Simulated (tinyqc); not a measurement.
# Changing the frequency f

Model: longitudinal sound in a periodic multilayer: transfer matrices, stop bands and folded phonons. Computed by tinyqc, a small Python program. Command: `OMP_NUM_THREADS=1 python tinyqc.py 3026203 3026204 out.jsonl multilayer sweep`. One thread of a shared host (Intel(R) Xeon(R) Processor @ 2.30GHz), about 0.01 s of CPU time with the checks.

Layers 1 and 2 repeat with period d = d_1 + d_2; waves travel normal to the layers, without loss. State vector (u, s): displacement u and stress divided by omega. Impedances Z = rho v are in 1e6 kg/(m^2 s).

Inputs (values chosen for the exercise, modelled on silica (layer 1), hafnia (layer 2) and silica (substrate)):
```
quantity            value    unit
density rho_1         2.2  g/cm^3
velocity v_1         5970     m/s
thickness d_1        9.79      nm
density rho_2        9.64  g/cm^3
velocity v_2         5550     m/s
thickness d_2        9.02      nm
substrate density    2.22  g/cm^3
substrate velocity   6050     m/s
periods N               4       -
```

Method:
- Z = rho v; interface reflection r = (Z_2 - Z_1)/(Z_2 + Z_1) (stress amplitude, from 1 into 2); Bragg frequency f_B = 1/[2 (d_1/v_1 + d_2/v_2)]; long-wave velocity v_eff = d/sqrt[(d_1/v_1)^2 + (d_2/v_2)^2 + (Z_1/Z_2 + Z_2/Z_1)(d_1/v_1)(d_2/v_2)].
- A layer maps (u, s) by [[cos p, sin p/Z], [-Z sin p, cos p]], p = 2 pi f d_i/v_i; one period is M = M_2 M_1, and cos(q d) = trace(M)/2.
- For N periods A = M^N. A wave comes from a thick layer of material 1 and leaves into the substrate (Z_s): transmitted power T = 4 Z_1 Z_s/|Z_1 A_22 + Z_s A_11 - i (Z_1 Z_s A_12 - A_21)|^2, reflected power R = 1 - T.

One run for each value:
```
frequency f (GHz)  trace(M)/2  transmitted power T  T in decibel (dB)
30.6                    0.699            9.982e-01         -7.872e-03
56.5                    0.052            9.582e-01         -1.856e-01
82.5                   -0.772            5.857e-01         -2.323e+00
108.0                  -1.529            6.910e-04         -3.161e+01
134.0                  -2.039            8.162e-05         -4.088e+01
160.0                  -2.144            5.679e-05         -4.246e+01
186.0                  -1.814            1.900e-04         -3.721e+01
212.0                  -1.141            7.510e-03         -2.124e+01
238.0                  -0.312            3.924e-01         -4.063e+00
264.0                   0.442            5.655e-01         -2.475e+00
290.0                   0.913            5.970e-01         -2.240e+00
316.0                   0.969            7.717e-01         -1.125e+00
342.0                   0.595            8.288e-01         -8.153e-01
368.0                  -0.106            8.259e-01         -8.309e-01
```

Describe and explain the trends.

Over the rows, trace(M)/2 lies between -2.14 and 0.969 without a single trend. Rows with |trace/2| > 1 lie in stop bands: 5 of 14; the smallest T, 5.7e-5, falls at 160 GHz.

Extremes, crossings and ranges named in words are read from the listed rows.
